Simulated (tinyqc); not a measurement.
Worked calculation: ROHF in the sto-6g basis, for BeH, spin multiplicity 2. One step of it, computed by the program tinyqc.

Question. Iteration 1: building the Fock matrix. J_ij = sum D_kl (ij|kl) with D = D(alpha) + D(beta), K_ij = sum D_kl (ik|jl) for each spin; F = H + J - K(s); E = tr D H + tr D J / 2 - 0.5 sum_s tr D(s) K(s) + E_nn.

D(alpha) at the start, order 1Be 1s, 1Be 2s, 1Be 2px, 1Be 2py, 1Be 2pz, 2H 1s:
```
[[0.033070, -0.201037, 0.000000, 0.000000, 0.029560, 0.128976],
 [-0.201037, 1.561884, 0.000000, 0.000000, 0.555111, -1.595943],
 [0.000000, 0.000000, 0.222621, -0.416006, 0.000000, 0.000000],
 [0.000000, 0.000000, -0.416006, 0.777379, 0.000000, 0.000000],
 [0.029560, 0.555111, 0.000000, 0.000000, 1.615628, -1.640611],
 [0.128976, -1.595943, 0.000000, 0.000000, -1.640611, 2.443089]]
```

D(beta) at the start, order 1Be 1s, 1Be 2s, 1Be 2px, 1Be 2py, 1Be 2pz, 2H 1s:
```
[[0.033070, -0.201037, 0.000000, 0.000000, 0.029560, 0.128976],
 [-0.201037, 1.561884, 0.000000, 0.000000, 0.555111, -1.595943],
 [0.000000, 0.000000, 0.000000, 0.000000, 0.000000, 0.000000],
 [0.000000, 0.000000, 0.000000, 0.000000, 0.000000, 0.000000],
 [0.029560, 0.555111, 0.000000, 0.000000, 1.615628, -1.640611],
 [0.128976, -1.595943, 0.000000, 0.000000, -1.640611, 2.443089]]
```

core Hamiltonian H = T + V (hartree), order 1Be 1s, 1Be 2s, 1Be 2px, 1Be 2py, 1Be 2pz, 2H 1s:
```
[[-8.404200, -1.974780, 0.000000, 0.000000, -0.025413, -0.854290],
 [-1.974780, -2.488701, 0.000000, 0.000000, -0.170417, -1.462014],
 [0.000000, 0.000000, -2.001985, 0.000000, 0.000000, 0.000000],
 [0.000000, 0.000000, 0.000000, -2.001985, 0.000000, 0.000000],
 [-0.025413, -0.170417, 0.000000, 0.000000, -2.138362, -1.404652],
 [-0.854290, -1.462014, 0.000000, 0.000000, -1.404652, -2.273401]]
```

Two-electron integrals (ij|kl) in chemists' order, unique and non-zero (hartree):
```
(11|11) 2.299996   (21|11) 0.361879   (21|21) 0.071926   (22|11) 0.570332
(22|21) 0.139654   (22|22) 0.417773   (31|31) 0.015252   (32|31) 0.022555
(32|32) 0.092340   (33|11) 0.570332   (33|21) 0.139654   (33|22) 0.417773
(33|33) 0.450117   (41|41) 0.015252   (42|41) 0.022555   (42|42) 0.092340
(43|43) 0.024258   (44|11) 0.570332   (44|21) 0.139654   (44|22) 0.417773
(44|33) 0.401601   (44|44) 0.450117   (51|51) 0.015252   (52|51) 0.022555
(52|52) 0.092340   (53|53) 0.024258   (54|54) 0.024258   (55|11) 0.570332
(55|21) 0.139654   (55|22) 0.417773   (55|33) 0.401601   (55|44) 0.401601
(55|55) 0.450117   (61|11) 0.160625   (61|21) 0.030843   (61|22) 0.059086
(61|33) 0.058614   (61|44) 0.058614   (61|51) 0.003015   (61|52) 0.005644
(61|55) 0.060030   (61|61) 0.013976   (62|11) 0.284882   (62|21) 0.070271
(62|22) 0.218305   (62|33) 0.211293   (62|44) 0.211293   (62|51) 0.009776
(62|52) 0.050589   (62|55) 0.232329   (62|61) 0.032701   (62|62) 0.152501
(63|31) 0.007942   (63|32) 0.033004   (63|53) 0.009560   (63|63) 0.016971
(64|41) 0.007942   (64|42) 0.033004   (64|54) 0.009560   (64|64) 0.016971
(65|11) 0.274766   (65|21) 0.068835   (65|22) 0.223974   (65|33) 0.211091
(65|44) 0.211091   (65|51) 0.016275   (65|52) 0.080246   (65|55) 0.249739
(65|61) 0.034095   (65|62) 0.180213   (65|65) 0.224670   (66|11) 0.449193
(66|21) 0.113106   (66|22) 0.382661   (66|33) 0.356002   (66|44) 0.356002
(66|51) 0.021471   (66|52) 0.130710   (66|55) 0.435978   (66|61) 0.055172
(66|62) 0.320403   (66|65) 0.406694   (66|66) 0.774999
```

nuclear repulsion = 1.83264835 hartree

Give: Coulomb J; exchange K(alpha); exchange K(beta); F(alpha); F(beta); total energy of this density.

Answer.

Coulomb J (hartree), order 1Be 1s, 1Be 2s, 1Be 2px, 1Be 2py, 1Be 2pz, 2H 1s:
```
[[2.712, 0.661, 0.000, 0.000, -0.011, 0.280],
 [0.661, 2.035, 0.000, 0.000, 0.000, 1.146],
 [0.000, 0.000, 1.976, -0.020, 0.000, 0.000],
 [0.000, 0.000, -0.020, 2.003, 0.000, 0.000],
 [-0.011, 0.000, 0.000, 0.000, 2.126, 1.241],
 [0.280, 1.146, 0.000, 0.000, 1.241, 2.293]]
```

exchange K(alpha) (hartree), order 1Be 1s, 1Be 2s, 1Be 2px, 1Be 2py, 1Be 2pz, 2H 1s:
```
[[0.050, 0.049, 0.000, 0.000, -0.018, 0.008],
 [0.049, 0.368, 0.000, 0.000, -0.213, 0.071],
 [0.000, 0.000, 0.201, -0.177, 0.000, 0.000],
 [0.000, 0.000, -0.177, 0.437, 0.000, 0.000],
 [-0.018, -0.213, 0.000, 0.000, 0.365, 0.086],
 [0.008, 0.071, 0.000, 0.000, 0.086, 0.358]]
```

exchange K(beta) (hartree), order 1Be 1s, 1Be 2s, 1Be 2px, 1Be 2py, 1Be 2pz, 2H 1s:
```
[[0.035, 0.026, 0.000, 0.000, -0.018, 0.000],
 [0.026, 0.276, 0.000, 0.000, -0.213, 0.038],
 [0.000, 0.000, 0.082, 0.000, 0.000, 0.000],
 [0.000, 0.000, 0.000, 0.082, 0.000, 0.000],
 [-0.018, -0.213, 0.000, 0.000, 0.340, 0.076],
 [0.000, 0.038, 0.000, 0.000, 0.076, 0.341]]
```

F(alpha) (hartree), order 1Be 1s, 1Be 2s, 1Be 2px, 1Be 2py, 1Be 2pz, 2H 1s:
```
[[-5.742, -1.362, 0.000, 0.000, -0.019, -0.582],
 [-1.362, -0.822, 0.000, 0.000, 0.042, -0.387],
 [0.000, 0.000, -0.227, 0.157, 0.000, 0.000],
 [0.000, 0.000, 0.157, -0.436, 0.000, 0.000],
 [-0.019, 0.042, 0.000, 0.000, -0.377, -0.250],
 [-0.582, -0.387, 0.000, 0.000, -0.250, -0.339]]
```

F(beta) (hartree), order 1Be 1s, 1Be 2s, 1Be 2px, 1Be 2py, 1Be 2pz, 2H 1s:
```
[[-5.727, -1.340, 0.000, 0.000, -0.019, -0.575],
 [-1.340, -0.730, 0.000, 0.000, 0.042, -0.354],
 [0.000, 0.000, -0.108, -0.020, 0.000, 0.000],
 [0.000, 0.000, -0.020, -0.081, 0.000, 0.000],
 [-0.019, 0.042, 0.000, 0.000, -0.353, -0.240],
 [-0.575, -0.354, 0.000, 0.000, -0.240, -0.322]]
```

total energy of this density = -3.31801 hartree
